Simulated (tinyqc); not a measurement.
From one set of inputs to another, one input at a time: current of a Schottky diode by thermionic-emission-diffusion theory, and its read-back from I-V-T and C-V data. Computed by tinyqc, a small Python program. Command: `OMP_NUM_THREADS=1 python tinyqc.py 3023525 3023526 out.jsonl schottky ladder`. One thread of a shared host (Intel(R) Xeon(R) Processor @ 2.30GHz), about 0.01 s of CPU time with the checks.

Full ionisation, no tunnelling, no recombination current. V is the voltage across the junction itself, forward positive.

The inputs printed are set A. Set A is modelled on n-type 4H-SiC; the values taken over come from a set modelled on n-type GaN. Inputs not listed in the table keep their values of set A, so the rows need not describe a real material.

Inputs (values chosen for the exercise, modelled on n-type 4H-SiC):

| quantity | value | unit |
|---|---|---|
| Richardson constant A* | 149 | A/(cm^2 K^2) |
| effective density of states at 300 K, N_c | 1.6e+19 | 1/cm^3 |
| permittivity eps | 9.7 | - |
| mobility mu | 940 | cm^2/(V s) |
| barrier without image force phi_0 (mean) | 1.25 | eV |
| doping N | 3.6e+15 | 1/cm^3 |
| series resistance R_s | 0.091 | milliohm cm^2 |
| junction voltage V | 0.6 | V |
| temperature T | 423 | K |
| standard deviation sigma | 78 | meV |
| relative change of sigma^2 with bias, rho | 0.61 | 1/V |

Barrier: Gaussian spread of heights.

Constants: k_B = 8.617333262e-05 eV/K; e = 1.602176634e-19 C; eps_0 = 8.8541878128e-12 F/m.

Method:
- N_c(T) = N_c (T/300 K)^(3/2); V_bi = phi_0 - (k_B T/e) ln(N_c(T)/N); surface field F = sqrt(2 e N (V_bi - V - k_B T/e)/(eps eps_0)); image lowering d_phi = sqrt(e F/(4 pi eps eps_0)); effective barrier phi = phi_0 - d_phi - sigma^2 (1 - rho V)/(2 k_B T).
- Collection velocity v_R = A* T^2/(e N_c(T)); diffusion velocity v_D = mu F; J = e N_c(T) v_R/(1 + v_R/v_D) exp(-phi/k_B T) [exp(e V/k_B T) - 1].
- Terminal voltage V + J R_s.
- Ideality n = (e/k_B T)/(d ln J/dV) by a central difference of +/- 1 mV; J_0 = J exp(-e V/(n k_B T)); apparent barrier phi_IV = k_B T ln(A* T^2/J_0); a C-V plot gives phi_CV = phi_0, the mean without lowering.

Each row keeps all changes above it:

| input moved | from | to | current density J (A/cm^2) | ideality factor n | image lowering (meV) |
|---|---|---|---|---|---|
| set A | - | - | 2.4542e+00 | 1.0888 | 17.096 |
| doping N (1/cm^3) | 3.6e+15 | 5.8e+16 | 5.2687e+00 | 1.0843 | 36.927 |
| standard deviation sigma (meV) | 78 | 71 | 4.1080e+00 | 1.0741 | 36.927 |
| mobility mu (cm^2/(V s)) | 940 | 690 | 4.0105e+00 | 1.0753 | 36.927 |
| junction voltage V (V) | 0.6 | 0.31 | 2.3378e-03 | 1.0632 | 42.434 |
| temperature T (K) | 423 | 300 | 2.3691e-07 | 1.0806 | 43.759 |
| barrier without image force phi_0 (mean) (eV) | 1.25 | 0.945 | 2.5366e-02 | 1.0896 | 38.566 |
| Richardson constant A* (A/(cm^2 K^2)) | 149 | 26.4 | 4.7705e-03 | 1.0877 | 38.566 |

Where does the difference come from?

Current density J goes from 2.45 to 0.00477, a factor 0.00194 in all. The largest single move comes from barrier without image force phi_0 (mean) (a factor 107000), but it runs against the net change; the largest move in the direction of the net change is temperature T (a factor 1.01e-4). ideality factor n ends near its start, 1.09; the largest single move comes from temperature T (a factor 1.016). Image lowering goes from 17.1 to 38.6, a factor 2.26 in all. The largest single move comes from doping N (a factor 2.16), and barrier without image force phi_0 (mean) works against it (a factor 0.881). The single moves hold for this order of the switches; the total does not depend on the order.

Extremes, crossings and ranges named in words are read from the listed rows.
